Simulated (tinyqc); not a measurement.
Worked calculation: plane-wave Kohn-Sham cycle with exchange-only LDA in a layered model solid. One step of it, computed by the program tinyqc.

Task: Iteration 2: Hamiltonian at one k. H(m,m') = (k + G_m)^2/2 delta + V(G_m - G_m'), with V(-G) = V(G).

A solid whose potential varies along x alone (atomic units):
```
parameter                      value
period a                   13.700000
cross-section of the cell  30.000000
electrons per cell                 2
grid points                       16
plane waves -n..n, n               3
k points                           4
V1 in V1 cos(2 pi x/a)     -0.480000
V2 in V2 cos(4 pi x/a)     -0.230000
```

V(G_m), m = 0, 1, 2, ... (hartree): [-0.163464, -0.176097, -0.110248, -0.000815, -0.000380, 0.000134, 0.000160]

k = 0.125000 2 pi / a

Give: H.

Result:

H (hartree), order -3, -2, -1, +0, +1, +2, +3:
```
[[0.7058, -0.1761, -0.1102, -0.0008, -0.0004, 0.0001, 0.0002],
 [-0.1761, 0.2063, -0.1761, -0.1102, -0.0008, -0.0004, 0.0001],
 [-0.1102, -0.1761, -0.0829, -0.1761, -0.1102, -0.0008, -0.0004],
 [-0.0008, -0.1102, -0.1761, -0.1618, -0.1761, -0.1102, -0.0008],
 [-0.0004, -0.0008, -0.1102, -0.1761, -0.0304, -0.1761, -0.1102],
 [0.0001, -0.0004, -0.0008, -0.1102, -0.1761, 0.3114, -0.1761],
 [0.0002, 0.0001, -0.0004, -0.0008, -0.1102, -0.1761, 0.8636]]
```
